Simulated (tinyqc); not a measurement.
Adsorption as a lattice gas: isotherms with interactions, competition, desorption peaks and saturation dose: one step, computed by the program tinyqc.

One adsorbate per site; a molecule needs 1 empty site. Gas and surface have the same temperature.

Question. Coverage with interactions. With u = w/(k_B T). Mean field: theta/(1 - theta) = y exp(-z u theta). Quasi-chemical: theta/(1 - theta) = y [(r - 1 + 2 theta)(1 - theta)/((r + 1 - 2 theta) theta)]^(-z/2) exp(-z u/2), r = sqrt(1 - 4 theta (1 - theta)(1 - exp(-u))).

Inputs (values chosen for the exercise, for a model surface): pair energy w (positive repels) = -0.0088 eV; neighbours z = 4; temperature T = 463 K.

Adsorption: molecular (first order).

y = 19.24317

Constants: k_B = 8.617333262e-05 eV/K.

Give: u; coverage, mean field; coverage, quasi-chemical.

Answer.

u = -0.2206

coverage, mean field = 0.9786

coverage, quasi-chemical = 0.9785
